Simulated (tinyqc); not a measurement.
Pariser-Parr-Pople SCF with singles CI, for the molecule c1nnc2nc[nH]c2n1 (SMILES; centres numbered as the heavy atoms are written), step by step. One step of it, computed by the program tinyqc.

Task: Iteration 1: Fock matrix. F_rr = H_rr + P_rr gamma_rr / 2 + sum_(s != r) P_ss gamma_rs; F_rs = H_rs - P_rs gamma_rs / 2; E = tr P (H + F) / 2 + core repulsion sum_(r<s) z_r z_s gamma_rs.

P at the start:
```
           1C         2N         3N         4C         5N         6C         7N         8C
1C   1.058522   0.600993  -0.051368  -0.230352   0.122984   0.121181  -0.178716  -0.074990
2N   0.600993   1.057836   0.717823  -0.074082  -0.165751   0.110441   0.135823  -0.232417
3N  -0.051368   0.717823   1.035121   0.561119  -0.086625  -0.165718   0.069861   0.074980
4C  -0.230352  -0.074082   0.561119   1.093974   0.561151  -0.134720  -0.216801   0.481874
5N   0.122984  -0.165751  -0.086625   0.561151   1.232164   0.675291  -0.289159  -0.195639
6C   0.121181   0.110441  -0.165718  -0.134720   0.675291   1.108830   0.644857  -0.149026
7N  -0.178716   0.135823   0.069861  -0.216801  -0.289159   0.644857   1.283817   0.555674
8C  -0.074990  -0.232417   0.074980   0.481874  -0.195639  -0.149026   0.555674   1.095521
9N   0.715758  -0.050682  -0.347182   0.074294   0.056579  -0.146948  -0.094601   0.569344

           9N
1C   0.715758
2N  -0.050682
3N  -0.347182
4C   0.074294
5N   0.056579
6C  -0.146948
7N  -0.094601
8C   0.569344
9N   1.034214
```

core matrix H (eV):
```
            1C          2N          3N          4C          5N          6C          7N          8C
1C  -55.466070   -2.510000    0.000000    0.000000    0.000000    0.000000    0.000000    0.000000
2N   -2.510000  -58.416214   -2.510000    0.000000    0.000000    0.000000    0.000000    0.000000
3N    0.000000   -2.510000  -61.652282   -2.510000    0.000000    0.000000    0.000000    0.000000
4C    0.000000    0.000000   -2.510000  -66.522511   -2.510000    0.000000    0.000000   -2.390000
5N    0.000000    0.000000    0.000000   -2.510000  -62.664317   -2.510000    0.000000    0.000000
6C    0.000000    0.000000    0.000000    0.000000   -2.510000  -59.980514   -2.240000    0.000000
7N    0.000000    0.000000    0.000000    0.000000    0.000000   -2.240000  -69.911916   -2.240000
8C    0.000000    0.000000    0.000000   -2.390000    0.000000    0.000000   -2.240000  -69.354397
9N   -2.510000    0.000000    0.000000    0.000000    0.000000    0.000000    0.000000   -2.510000

            9N
1C   -2.510000
2N    0.000000
3N    0.000000
4C    0.000000
5N    0.000000
6C    0.000000
7N    0.000000
8C   -2.510000
9N  -63.003492
```

repulsion gamma_rs (eV):
```
           1C         2N         3N         4C         5N         6C         7N         8C
1C  11.130000   7.729197   5.296203   4.668310   3.304742   2.994014   3.673456   5.239019
2N   7.729197  12.300000   7.888690   5.296469   3.637262   3.004619   3.351985   4.708818
3N   5.296203   7.888690  12.300000   7.730373   5.118705   3.742909   3.866814   5.297072
4C   4.668310   5.296469   7.730373  11.130000   7.727290   5.520570   5.784282   7.553862
5N   3.304742   3.637262   5.118705   7.727290  12.300000   7.729895   5.823474   5.586062
6C   2.994014   3.004619   3.742909   5.520570   7.729895  11.130000   8.282514   5.520570
7N   3.673456   3.351985   3.866814   5.784282   5.823474   8.282514  16.800000   8.279310
8C   5.239019   4.708818   5.297072   7.553862   5.586062   5.520570   8.279310  11.130000
9N   7.727673   5.347188   4.744704   5.297072   3.813413   3.742909   5.250080   7.730373

           9N
1C   7.727673
2N   5.347188
3N   4.744704
4C   5.297072
5N   3.813413
6C   3.742909
7N   5.250080
8C   7.730373
9N  12.300000
```

Centres (angstrom, eV; a flat drawing with bonds scaled to 1.40 angstrom):
```
centre          x          y  core charge z          W   gamma_rr
1C       2.152000  -0.700000              1  11.160000  11.130000
2N       2.152000   0.700000              1  14.100000  12.300000
3N       0.939000   1.400000              1  14.100000  12.300000
4C      -0.273000   0.700000              1  11.160000  11.130000
5N      -1.605000   1.133000              1  14.100000  12.300000
6C      -2.427000   0.000000              1  11.160000  11.130000
7N      -1.605000  -1.133000              2  25.600000  16.800000
8C      -0.273000  -0.700000              1  11.160000  11.130000
9N       0.939000  -1.400000              1  14.100000  12.300000
```

Give: F; pi energy.

Result:

F (eV):
```
         1C       2N       3N       4C       5N       6C        7N       8C
1C  -4.9705  -4.8326   0.1360   0.5377  -0.2032  -0.1814    0.3283   0.1964
2N  -4.8326  -6.9636  -5.3413   0.1962   0.3014  -0.1659   -0.2276   0.5472
3N   0.1360  -5.3413  -6.7467  -4.6788   0.2217   0.3101   -0.1351  -0.1986
4C   0.5377   0.1962  -4.6788  -5.0660  -4.6781   0.3719    0.6270  -4.2100
5N  -0.2032   0.3014   0.2217  -4.6781  -7.8779  -5.1200    0.8420   0.5464
6C  -0.1814  -0.1659   0.3101   0.3719  -5.1200  -7.4719   -4.9105   0.4114
7N   0.3283  -0.2276  -0.1351   0.6270   0.8420  -4.9105  -10.5038  -4.5403
8C   0.1964   0.5472  -0.1986  -4.2100   0.5464   0.4114   -4.5403  -7.3559
9N  -5.2756   0.1355   0.8236  -0.1968  -0.1079   0.2750    0.2483  -4.7106

         9N
1C  -5.2756
2N   0.1355
3N   0.8236
4C  -0.1968
5N  -0.1079
6C   0.2750
7N   0.2483
8C  -4.7106
9N  -8.0426
```

pi energy = -156.1108 eV
